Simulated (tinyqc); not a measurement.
# Admittance spectroscopy of a deep trap: what changes with what

Schottky contact on an n-type layer with shallow donors Nd (all ionised) and a donor-like deep trap, neutral when filled and positive when empty; depletion approximation. Traps within lam of the depletion edge stay filled. The traps at xt = W - lam, where the level crosses the Fermi level, follow a slow signal and not a fast one. w = 2 pi f.

Values chosen for this exercise; material values close to those of silicon:

| symbol | value | unit | meaning |
|---|---|---|---|
| eps_r | 11.6 |  | relative permittivity |
| Nc | 2.85e19 | cm^-3 | conduction-band density of states at 300 K |
| vth | 2.4e7 | cm/s | thermal velocity at 300 K |
| Nd | 5.5e15 | cm^-3 | shallow donor density |
| Vbi | 0.72 | V | built-in voltage |
| Et | 0.3 | eV | depth of the trap below the conduction edge |
| sn | 8.1e-15 | cm^2 | capture cross-section |
| Nt | 5.3e14 | cm^-3 | trap density |
| Vr | 0 | V | reverse bias |
| T | 185 | K | temperature |

Constants: q = 1.602176634e-19 C, kB = 1.380649e-23 J/K, eps0 = 8.8541878128e-14 F/cm where lengths are in cm. Results are converted to the units shown.

Each table varies one quantity; the others keep the values above.

## Effect of the bias

Emission rate en = sn vth(T) Nc(T) exp(-Et/kB T) = sn g T^2 exp(-Et/kB T), g = vth Nc/(300 K)^2, as vth goes as T^0.5 and Nc as T^1.5 (degeneracy factor 1). lam = sqrt(2 eps0 eps_r (EF - ET)/(q Nd)), EF - ET = Et - (kB T/q) ln(Nc(T)/Nd), Nc(T) = Nc (T/300 K)^1.5. In the steady state at the band bending V, 2 eps0 eps_r V/q = Nd W^2 + Nt (W - lam)^2 (the second term only if W > lam). V = Vbi + Vr. C_HF = eps0 eps_r/W, C_LF = eps0 eps_r (Nd + Nt)/(Nd W + Nt xt). Inflection frequency w0 = 2 en [1 + Nt xt/(Nd W)]; C = C_HF + (C_LF - C_HF)/(1 + (w/w0)^2), G/w = (C_LF - C_HF)(w/w0)/(1 + (w/w0)^2).

Effect of the bias:
```
Vr (V)  W (nm)    xt/W  C_HF (nF/cm^2)  step (nF/cm^2)  step (% of C_HF)
0        404.8  0.5008           25.37           1.164             4.589
0.9      601.9  0.6642           17.07          0.5190             3.041
1.7      732.8  0.7242           14.02          0.3482             2.484
2.6      856.0  0.7639           12.00          0.2543             2.119
3.4      952.0  0.7877           10.79          0.2051             1.901
4.3       1049  0.8074           9.788          0.1686             1.722
5.1       1129  0.8209           9.100          0.1455             1.599
6         1212  0.8332           8.476          0.1261             1.488
```

xt/W rises from 0.501 to 0.833 since lam stays at 202 nm, and the relative step falls from 4.59 to 1.49 %: the nearer xt lies to W in proportion, the less the traps add.

## Effect of the trap density

Same model as above.

V = Vbi + Vr.

Effect of the trap density:
```
Nt (cm^-3)  W (nm)  step (% of C_HF)  w0/(2 en)
1.5e14      408.27            1.3317     1.0138
3.4e14      406.52            2.9806     1.0311
7.5e14      402.92            6.4045     1.0680
1.7e15      395.34            13.727     1.1511
3.8e15      381.56            27.619     1.3250
8.4e15      360.13            51.315     1.6702
1.9e16      331.57            89.643     2.3489
```

What does the table show?

The step rises from 1.33 to 89.6 %, as Nt^(0.98) between the first two rows and Nt^(0.68) between the last two, and w0/(2 en) rises from 1.01 to 2.35: for Nt near Nd the rule w0 = 2 en overstates the cross-section by that factor.

Program tinyqc, `OMP_NUM_THREADS=1 python tinyqc.py 2050126 2050127 out.jsonl`; Intel Xeon 2.30GHz, shared host, one thread, about 0.01 s.
